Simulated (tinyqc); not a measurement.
Worked calculation: CIS and TDHF on RHF in the sto-6g basis, for BeH2, spin multiplicity 1. One step of it, computed by the program tinyqc.

Question. CIS matrix, singlets. A(ia,jb) = (e_a - e_i) d_ij d_ab + 2 (ia|jb) - (ij|ab).

orbital energies (hartree): MO1 -4.590242, MO2 -0.456381, MO3 -0.420907, MO4 0.208741, MO5 0.208748, MO6 0.453421, MO7 0.920772

Two-electron integrals over orbitals (pq|rs), unique and non-zero (hartree):
```
p,q,r,s,(pq|rs)
1,1,1,1,2.280496
2,1,1,1,-0.197473
2,1,2,1,0.026757
2,2,1,1,0.486458
2,2,2,1,-0.006477
2,2,2,2,0.396863
3,1,3,1,0.005996
3,2,3,1,0.013731
3,2,3,2,0.165104
3,3,1,1,0.455575
3,3,2,1,-0.002419
3,3,2,2,0.410347
3,3,3,3,0.433356
4,1,1,1,0.001459
4,1,2,1,-0.000181
4,1,2,2,0.000129
4,1,3,3,0.000072
4,1,4,1,0.016047
4,2,1,1,-0.000587
4,2,2,1,0.000063
4,2,2,2,0.000381
4,2,3,3,0.000365
4,2,4,1,0.015026
4,2,4,2,0.048694
4,3,3,1,-4.02e-06
4,3,3,2,0.000404
4,3,4,3,0.014470
4,4,1,1,0.570048
4,4,2,1,-0.007470
4,4,2,2,0.367389
4,4,3,3,0.355066
4,4,4,1,-0.000192
4,4,4,2,-0.000878
4,4,4,4,0.450122
5,1,5,1,0.016046
5,2,5,1,0.015027
5,2,5,2,0.048694
5,3,5,3,0.014469
5,4,5,1,-0.000118
5,4,5,2,-0.000308
5,4,5,4,0.024260
5,5,1,1,0.570050
5,5,2,1,-0.007469
5,5,2,2,0.367392
5,5,3,3,0.355067
5,5,4,1,0.000044
5,5,4,2,-0.000261
5,5,4,4,0.401600
5,5,5,5,0.450117
6,1,1,1,-0.192872
6,1,2,1,0.026942
6,1,2,2,-0.006963
6,1,3,3,-0.003787
6,1,4,1,-0.000087
6,1,4,2,0.000137
6,1,4,4,-0.004739
6,1,5,5,-0.004737
6,1,6,1,0.027383
6,2,1,1,0.119732
6,2,2,1,-0.007047
6,2,2,2,-0.024191
6,2,3,3,-0.046702
6,2,4,1,0.000133
6,2,4,2,-0.000099
6,2,4,4,0.054224
6,2,5,5,0.054230
6,2,6,1,-0.004936
6,2,6,2,0.078713
6,3,3,1,-0.002190
6,3,3,2,-0.094151
6,3,4,3,-0.000329
6,3,6,3,0.082888
6,4,1,1,0.000516
6,4,2,1,0.000023
6,4,2,2,0.000144
6,4,3,3,-0.000074
6,4,4,1,0.016416
6,4,4,2,0.047375
6,4,4,4,-0.000256
6,4,5,5,0.000185
6,4,6,1,0.000130
6,4,6,2,0.000697
6,4,6,4,0.051449
6,5,5,1,0.016417
6,5,5,2,0.047382
6,5,5,4,-0.000221
6,5,6,5,0.051455
6,6,1,1,0.486128
6,6,2,1,-0.007273
6,6,2,2,0.396301
6,6,3,3,0.406879
6,6,4,1,0.000301
6,6,4,2,0.000893
6,6,4,4,0.368393
6,6,5,5,0.368402
6,6,6,1,-0.007098
6,6,6,2,-0.032351
6,6,6,4,0.000614
6,6,6,6,0.411293
7,1,3,1,0.011284
7,1,3,2,0.020149
7,1,4,3,-0.000025
7,1,6,3,-0.001581
7,1,7,1,0.021651
7,2,3,1,0.003601
7,2,3,2,-0.045065
7,2,4,3,-0.000392
7,2,6,3,0.061870
7,2,7,1,0.007336
7,2,7,2,0.057632
7,3,1,1,0.141294
7,3,2,1,-0.004769
7,3,2,2,-0.006180
7,3,3,3,-0.021033
7,3,4,1,-0.000021
7,3,4,2,-0.000566
7,3,4,4,0.060188
7,3,5,5,0.060188
7,3,6,1,-0.003358
7,3,6,2,0.074153
7,3,6,4,0.000234
7,3,6,6,-0.024438
7,3,7,3,0.083251
7,4,3,1,-0.000101
7,4,3,2,-0.000962
7,4,4,3,0.013732
7,4,6,3,0.000558
7,4,7,1,-0.000167
7,4,7,2,0.000145
7,4,7,4,0.016524
7,5,5,3,0.013734
7,5,7,5,0.016518
7,6,3,1,0.011171
7,6,3,2,0.143352
7,6,4,3,0.000457
7,6,6,3,-0.094066
7,6,7,1,0.016681
7,6,7,2,-0.055472
7,6,7,4,-0.000833
7,6,7,6,0.140434
7,7,1,1,0.575542
7,7,2,1,-0.008421
7,7,2,2,0.427022
7,7,3,3,0.445583
7,7,4,1,0.000032
7,7,4,2,0.000071
7,7,4,4,0.390167
7,7,5,5,0.390165
7,7,6,1,-0.008602
7,7,6,2,-0.034855
7,7,6,4,-0.000260
7,7,6,6,0.435592
7,7,7,3,-0.010489
7,7,7,7,0.487304
```

Give: CIS matrix A, singlet.

Answer.

CIS matrix A, singlet (hartree), lower triangle:
```
,1>4,1>5,1>6,1>7,2>4,2>5,2>6,2>7,3>4,3>5,3>6,3>7
1>4,4.2610
1>5,0.0000,4.2610
1>6,-0.0007,0.0000,4.6123
1>7,0.0000,0.0000,0.0000,4.9788
2>4,0.0375,0.0000,0.0003,0.0000,0.3951
2>5,0.0000,0.0375,0.0000,0.0000,0.0000,0.3951
2>6,0.0002,0.0000,-0.0026,0.0000,-0.0003,0.0000,0.6709
2>7,0.0000,0.0000,0.0000,0.0231,0.0000,0.0000,0.0000,1.0654
3>4,0.0000,0.0000,0.0000,0.0001,0.0000,0.0000,0.0000,0.0002,0.3035
3>5,0.0000,0.0000,0.0000,0.0000,0.0000,0.0000,0.0000,0.0000,0.0000,0.3035
3>6,0.0000,0.0000,0.0000,-0.0143,0.0000,0.0000,0.0000,-0.0196,-0.0006,0.0000,0.6332
3>7,0.0001,0.0000,-0.0179,0.0000,-0.0002,0.0000,0.0050,0.0000,0.0000,0.0000,0.0000,1.0626
```
